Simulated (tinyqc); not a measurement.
Inside a calculation. Model: threshold switch as oscillator and as selector in a crossbar.

Program tinyqc, `OMP_NUM_THREADS=1 python tinyqc.py 2490130 2490131 out.jsonl`; Intel Xeon 2.30GHz, shared host, one thread, about 0.01 s. Printed values are rounded.

Off state: I = Ith sinh(V/V0)/sinh(Vth/V0) up to Vth. On state: V = Vh + I Ron down to the holding current Ih, at Vl = Vh + Ih Ron. Switching is instantaneous.

Parameters, values chosen for the exercise; values of the order of Ge-Sb-Te and related chalcogenides: threshold voltage Vth = 1.9 V; holding voltage Vh = 0.62 V; on-state resistance Ron = 1.4 kohm; current at threshold Ith = 1.2 uA; voltage scale of the off-state sinh V0 = 0.25 V; holding current Ih = 20 uA; capacitance across the switch C = 420 fF; rows and columns of the array N = 2048; supply voltage Vs = 2.33 V; load resistance RL = 110 kohm.

Range of the model: Delay times, drift of Vth and line resistance are left out.

## Relaxation oscillation

With a load RL from Vs and C across the switch, it oscillates if the load line misses both branches: (Vs - Vl)/Ih < RL < (Vs - Vth)/Ith. Charging without leakage takes RL C ln[(Vs - Vl)/(Vs - Vth)]; discharging takes (RL || Ron) C ln[(Vth - Ve)/(Vl - Ve)], Ve = (Vs Ron + Vh RL)/(Ron + RL).

Vl = 0.648 V
smallest RL = 84.1 kohm
largest RL = 358.333 kohm
charging time = 63.0147 ns
Ve = 0.641490 V
discharging time = 3.05654 ns
frequency = 15.1352 MHz

With the off-state leakage included the charging takes 68.23 ns, 8.3 % above this value.

## Leakage in a crossbar

In an N x N array driven at Vs, the V/2 scheme puts Vs/2 on 2 (N - 1) cells; the V/3 scheme puts Vs/3 on all N^2 - 1 others, N - 1 of them on the selected row. Row leakage is (N - 1) I; wasted power is the number of cells times V I.

I at Vs/2 = 63.4332 nA
row leakage, V/2 = 129.848 uA
wasted power, V/2 = 302.545 uW
I at Vs/3 = 13.3931 nA
row leakage, V/3 = 27.4157 uA
wasted power, V/3 = 43629.0 uW

The V/3 scheme cuts the row leakage by 4.74 and raises the wasted power by a factor of 144.
